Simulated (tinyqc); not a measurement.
# Resistance of a source-drain extension with a graded tip: effects of single changes

y runs along the channel, the gate covers y > 0. The doping is N0 for y < y0 and N0 10^(-(y - y0)/la) beyond, uniform over the depth xj. Sheet conductance s(y) = q mu(N) max(N - Nch, 0) xj + (for y > 0) ma Cox Vo, with mu(N) = u0 + (u1 - u0)/(1 + (N/Nr)^au) and Cox = eps0 eox/tox. Current is taken as one-dimensional; depletion of the tip, spreading and the contact are left out. The metallurgical junction lies at yj, where N = Nch.

Values chosen for this exercise; mobility law close to that of electrons in silicon:
- eox = 3.9 (relative permittivity of the gate insulator (close to silicon dioxide))
- tox = 1.8 nm (insulator thickness)
- N0 = 3e20 cm^-3 (active doping of the extension far from the gate)
- la = 2 nm/decade (lateral abruptness)
- y0 = 2.5 nm (position under the gate where the fall begins (gate edge at 0))
- xj = 24 nm (depth of the extension)
- Nch = 2.6e18 cm^-3 (channel doping)
- Ls = 7 nm (spacer length)
- Vo = 0.78 V (gate overdrive)
- ma = 200 cm^2/(V s) (mobility of the gate-induced layer)
- u1 = 1414 cm^2/(V s) (mobility at low doping)
- u0 = 68.5 cm^2/(V s) (mobility at high doping)
- Nr = 9.2e16 cm^-3 (reference doping)
- au = 0.711 (exponent)
- Lg = 50 nm (gate length)

Constants: q = 1.602176634e-19 C, eps0 = 8.8541878128e-14 F/cm where lengths are in cm. Results are converted to the units shown.

Each table varies one quantity; the others keep the values above.

## Abruptness at a fixed junction position

R_spacer = integral of dy/s from -Ls to 0, R_ov from 0 to yj, R_channel = (Lg - 2 yj)/(ma Cox Vo), R_total = 2 R_spacer + 2 R_ov + R_channel. Electrical length L_eff = ma Cox dR_total/d(1/Vo); R_series = R_total - L_eff/(ma Cox Vo). y0 is moved with la so that yj stays at 6.6243 nm.

The same in every row: yj (nm) = 6.624; R_channel (ohm um) = 122.8.

Results:
```
la (nm/decade)	R_spacer (ohm um)	R_ov (ohm um)	R_total (ohm um)	L_eff (nm)	R_series (ohm um)
1	0.8413	2.833	130.2	37.52	4.779
1.7	0.8413	4.278	133.0	38.05	5.909
2.4	0.8413	5.723	135.9	38.57	7.038
3.1	0.8413	7.168	138.8	39.10	8.167
3.8	0.9073	8.553	141.7	39.62	9.319
4.5	1.177	9.761	144.7	40.13	10.58
5.9	2.379	11.68	150.9	41.07	13.67
```

Estimate the missing row, la = 5.2 nm/decade.

Computed row:
```
la (nm/decade)	R_spacer (ohm um)	R_ov (ohm um)	R_total (ohm um)	L_eff (nm)	R_series (ohm um)
5.2	1.669	10.80	147.7	40.62	12.01
```

With this row back in the table: As la goes from 1 to 5.9 nm/decade, R_total rises from 130 to 151 ohm um, R_spacer rises from 0.841 to 2.38 ohm um and R_ov rises from 2.83 to 11.7 ohm um. R_total changes on average by 4.24 ohm um for each nm/decade. L_eff exceeds the metallurgical length by 0.769 nm in the first row and 4.32 nm in the last, since the gate also controls the lightly doped tips.

## Effect of the depth of the extension

Same model as above.

The same in every row: yj (nm) = 6.624; R_channel (ohm um) = 122.8.

Effect of the depth of the extension:
```
xj (nm)	R_spacer (ohm um)	R_ov (ohm um)	R_total (ohm um)	L_eff (nm)	R_series (ohm um)
4	5.048	10.20	153.3	40.75	17.14
5.6	3.605	9.048	148.1	40.17	13.87
7.7	2.622	8.020	144.1	39.68	11.50
11	1.836	6.946	140.4	39.18	9.456
15	1.346	6.081	137.7	38.79	8.056
21	0.9615	5.218	135.2	38.41	6.821
29	0.6962	4.464	133.1	38.09	5.835
40	0.5048	3.786	131.4	37.82	4.996
```

What does the comparison show?

As xj goes from 4 to 40, R_total falls from 153 to 131 ohm um, L_eff falls from 40.7 to 37.8 nm and R_series falls from 17.1 to 5.00 ohm um.

Numbers from tinyqc (`OMP_NUM_THREADS=1 python tinyqc.py 2282069 2282070 out.jsonl`; about 0.03 s on one thread of a shared Intel Xeon 2.30GHz).
